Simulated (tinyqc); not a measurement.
A short-path metal as competitor: size effects in the resistivity of thin metal films and interconnect lines. Computed by tinyqc, a small Python program. Command: `OMP_NUM_THREADS=1 python tinyqc.py 3023892 3023893 out.jsonl size walk`. One thread of a shared host (Intel(R) Xeon(R) Processor @ 2.30GHz), about 0.01 s of CPU time with the checks.

Electrons lose their drift at surfaces (a share 1 - p of the hits) and at grain boundaries (reflection R), besides bulk scattering. The line sits in a trench with a non-conducting liner on both walls and the bottom; the spacing equals the drawn width.

Inputs (values chosen for the exercise, modelled on ruthenium):

| quantity | value | unit |
|---|---|---|
| bulk resistivity rho_b | 7.65 | microohm cm |
| bulk mean free path lambda | 6.21 | nm |
| specularity p | 0 | - |
| grain-boundary reflection R | 0.27 | - |
| grain size over metal width | 1.5 | - |
| aspect ratio (height over width) | 2.7 | - |
| liner thickness t | 0.5 | nm |
| competitor: rho_b relative to this metal | 2 | - |
| competitor: lambda relative to this metal | 0.31 | - |
| competitor: liner relative to t | 0 | - |

Geometry: line.

Method:
- Fuchs-Sondheimer film: rho_b/rho = 1 - (3/(2 kappa))(1 - p) int_0^1 (s - s^3)(1 - exp(-kappa/s))/(1 - p exp(-kappa/s)) ds, f = rho/rho_b, kappa = thickness/lambda, 80 Gauss-Legendre points.
- Line: the excess of a film of thickness w_m and of a film of thickness h_m are added, rho/rho_b = 1 + (f(w_m) - 1) + (f(h_m) - 1), an estimate that holds best when both sides exceed lambda.
- Mayadas-Shatzkes: alpha = (lambda/D) R/(1 - R); rho_b/rho = 1 - 3 alpha/2 + 3 alpha^2 - 3 alpha^3 ln(1 + 1/alpha).
- w_m = w - 2t, h_m = (aspect ratio) w - t, D = (ratio) w_m; rho = rho_b [1 + surface excess + grain excess].
- Effective resistivity rho (aspect ratio) w^2/(w_m h_m) for the metal with its liner, for the same metal without liner, and for a competitor with its own rho_b, lambda and liner, and for that competitor with the liner t; p, R, aspect and grain ratios are the same.

Effective resistivity (microohm cm):

| w (nm) | this metal | without liner | competitor | competitor, liner t |
|---|---|---|---|---|
| 200 | 7.909 | 7.861 | 15.430 | 15.523 |
| 100 | 8.174 | 8.074 | 15.561 | 15.750 |
| 50 | 8.727 | 8.505 | 15.823 | 16.216 |
| 30 | 9.514 | 9.095 | 16.176 | 16.865 |
| 20 | 10.581 | 9.853 | 16.620 | 17.723 |
| 14 | 12.087 | 10.851 | 17.198 | 18.911 |
| 10 | 14.327 | 12.201 | 17.981 | 20.660 |
| 7 | 18.209 | 14.235 | 19.182 | 23.693 |
| 5 | 24.514 | 16.925 | 20.819 | 28.657 |

The competitor wins below a width between 7.00 and 5.00 nm. In narrow lines rho scales as rho_b lambda/w, and the product rho_b lambda of the competitor is 0.62 times this metal's. At the narrowest width the liner costs this metal a factor 1.45. With the same liner the competitor wins nowhere in the table; at the narrowest width the thinner liner lowers it from 28.7 to 20.8. Rows with w - 2t below lambda stretch the additive estimate. Metal widths below about 5 nm are outside this semiclassical model.

Extremes, crossings and ranges named in words are read from the listed rows.
